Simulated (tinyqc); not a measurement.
## Charge centroid from charge and shift

Inverse problem. A sheet of N electrons in the storage layer of a charge-trap cell shifts the threshold by U = (q/eps0) N (tb/eb + xc tn/en). Find xc and the distance xc tn from the blocking layer.

Parameters, values chosen for the exercise: storage layer tn = 4.8 nm; its relative permittivity en = 7.6; blocking layer tb = 9.1 nm; its relative permittivity eb = 9.

Constants: q = 1.602176634e-19 C, eps0 = 8.8541878128e-14 F/cm where lengths are in cm. Results are converted to the units shown.

N = 6.8e12 cm^-2
U = 1.6560238 V

Answer. U eps0/(q N) is the electrical distance from the gate; subtract that of the blocking layer.

xc = 0.530
distance = 2.54 nm

Program tinyqc, `OMP_NUM_THREADS=1 python tinyqc.py 2130026 2130027 out.jsonl`; Intel Xeon 2.30GHz, shared host, one thread, about 0.06 s.
